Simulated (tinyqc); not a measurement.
Comparisons within one model: six-band hole subbands of a thin body in a field. A value that a table varies takes the place of the one given here.

Basis X, Y, Z times spin, hole energies counted downwards from the unstrained edge (the hydrostatic shift is left out), c = hbar^2/2m0. For a symmetric tensor T let C(T) have C_XX = L Txx + M (Tyy + Tzz), C_XY = N Txy (cyclic), L = c (g1 + 4 g2), M = c (g1 - 2 g2), N = 6 c g3. k = q + kz n, n the unit normal, q = k1 u + k2 v with u along the channel [1-10] and v = n x u. H = C(k k^T) + (Dso/3)(1 - L.sigma) - B + e F z with (L_k)_ij = -i epsilon_kij; B is the block C built from the traceless strain with 2b, -b and sqrt(3) d in place of L, M, N. Strain: exx = eyy = (s11 + s12) sx/2, ezz = s12 sx, exy = -s44 sx/4. Hard walls at z = 0 and t; basis sin(j pi z/t), j = 1 to Nz: kz^2 = (j pi/t)^2, kz = -i D with D_jl = 4 j l/(t (j^2 - l^2)), z_jj = t/2 and z_jl = -8 t j l/(pi (j^2 - l^2))^2 for j + l odd; 1 MV/cm = 0.01 eV/angstrom.

Nz = 14. E1 is the top subband at q = 0, gap the distance to the next pair, and the masses are c q^2/(E(q) - E1) at |q| = 0.02 1/angstrom (mean of the spin pair) along the channel [1-10] and across it in the plane; a dash marks a band that does not rise.

Constants: hbar^2/2m0 = 3.80998211 eV angstrom^2.

Inputs chosen for the exercise (near those of a p-type Si channel; not measured data): g1 = 4.28 (Luttinger gamma1); g2 = 0.34 (gamma2); g3 = 1.45 (gamma3); Dso = 0.043 eV (spin-orbit splitting); b = -2.13 eV (tetragonal potential); d = -4.82 eV (trigonal potential); S = (7.81, -2.1, 12.57) 1/TPa (compliances s11, s12, s44); face = 111 (surface); t = 30 angstrom (body thickness); F = 0.5 MV/cm (field across the body); sx = -1 GPa (stress along the channel [1-10], negative in compression).

## Stress along the channel

Each row has its own sx.

Results:

| sx (GPa) | E1 (meV) | gap (meV) | m channel | m across |
|---|---|---|---|---|
| -3.0 | 30.9 | 170.2 | 0.131 | 1.304 |
| -2.0 | 67.1 | 115.3 | 0.136 | 1.212 |
| -1.0 | 102.3 | 62.4 | 0.146 | 0.946 |
| -0.5 | 118.2 | 39.3 | 0.167 | 0.642 |
| 0.0 | 128.5 | 27.5 | 0.286 | 0.288 |
| 0.5 | 127.0 | 39.2 | 0.562 | 0.169 |
| 1.0 | 119.8 | 62.4 | 0.684 | 0.153 |

Under 2 GPa of compression the channel mass goes from 0.286 to 0.136 m0, the mass across from 0.288 to 1.212; the gap to the next subband is 115, 28 and 62 meV at -2, 0 and +1 GPa. The lightest channel mass of the table, 0.131 m0, is at -3.0 GPa.

## Surface orientation and number of bands

Three faces, six bands; and four bands, with Dso set to 1000 eV.

Results:

| case | E1 (meV) | gap (meV) | m channel | m across |
|---|---|---|---|---|
| (001) 6 bands | 196.9 | 57.3 | 0.174 | 1.909 |
| (001) 4 bands | 210.4 | 84.0 | 0.234 | 0.410 |
| (110) 6 bands | 45.5 | 53.9 | 0.114 | 0.278 |
| (110) 4 bands | 130.4 | 223.4 | 0.148 | 0.283 |
| (111) 6 bands | 102.3 | 62.4 | 0.146 | 0.946 |
| (111) 4 bands | 118.8 | 179.0 | 0.177 | 0.192 |

With six bands the top subband is shallowest on (110) (45.5 meV) and deepest on (001). Without the stress E1 would be 223.8, 81.9 and 128.5 meV, so the stress moves it by -26.9, -36.5 and -26.2 meV. The lightest channel mass is on (110) (0.114 m0). Dropping the split-off band moves E1 by 13.5, 84.9 and 16.4 meV and the gap by 26.8, 169.5 and 116.6 meV on the three faces, with Dso = 43 meV.

## What each parameter does

Six bands. Each row changes one parameter from the base and keeps the others.

Results:

| case | E1 (meV) | gap (meV) | m channel (m0) | m across (m0) |
|---|---|---|---|---|
| base | 102.3 | 62.4 | 0.146 | 0.946 |
| t = 40 angstrom | 93.6 | 62.0 | 0.144 | 0.934 |
| F = 0.8 MV/cm | 141.0 | 62.4 | 0.147 | 0.949 |
| sx = -1.5 GPa | 85.0 | 88.4 | 0.139 | 1.117 |
| g3 = 1.35 | 111.2 | 62.4 | 0.144 | 0.621 |
| g2 = 0.39 | 102.3 | 62.4 | 0.143 | 0.862 |
| Dso = 0.065 eV | 105.5 | 69.2 | 0.152 | 0.723 |
| d = -3.86 eV | 107.1 | 56.2 | 0.149 | 0.884 |

The largest shifts from the base row, up to three for each result and ties (the steps differ in size, so this ranks the rows, not the parameters). E1 (meV): F +38.7, sx -17.4, g3 +8.9; unchanged at the printed digits by g2. gap (meV): sx +26.0, Dso +6.8, d -6.2; unchanged at the printed digits by F, g3 and g2. m channel (m0): sx -0.007, Dso +0.006, d +0.003, g2 -0.003. m across (m0): g3 -0.325, Dso -0.223, sx +0.171.

(tinyqc, `OMP_NUM_THREADS=1 python tinyqc.py 1252290 1252291 out.jsonl`, Intel(R) Xeon(R) Processor @ 2.30GHz, 1 thread, shared host, about 0.3 s.)
